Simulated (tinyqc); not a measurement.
Chemical vapour deposition: Grove model, boundary layer, depletion and step coverage: one step, computed by the program tinyqc.

A precursor diffuses to the surface and reacts there at first order; each molecule that reacts adds one formula unit of film.

Question. Boundary layer. nu = nu0 (T/273.15)^1.75 (760/p); Re = U L/nu; mean boundary layer delta = (2/3) L/sqrt(Re), at most b/2; h_g = D/delta. Temperatures in kelvin are T(C) + 273.15.

Inputs (values chosen for the exercise, close to those used for tungsten from its fluoride): temperature T = 510 C; total pressure p = 760 torr; gas diffusivity D0 at 273.15 K and 760 torr = 0.47 cm^2/s; gas velocity U = 20 cm/s; kinematic viscosity nu0 at 273.15 K and 760 torr = 0.42 cm^2/s; susceptor length L = 39 cm; channel height b = 6.7 cm.

Reactor: horizontal, atmospheric.

Give: Reynolds number Re; boundary layer delta; mass-transfer coefficient h_g.

Answer.

Reynolds number Re = 293.98

boundary layer delta = 1.5164 cm

mass-transfer coefficient h_g = 1.9580 cm/s
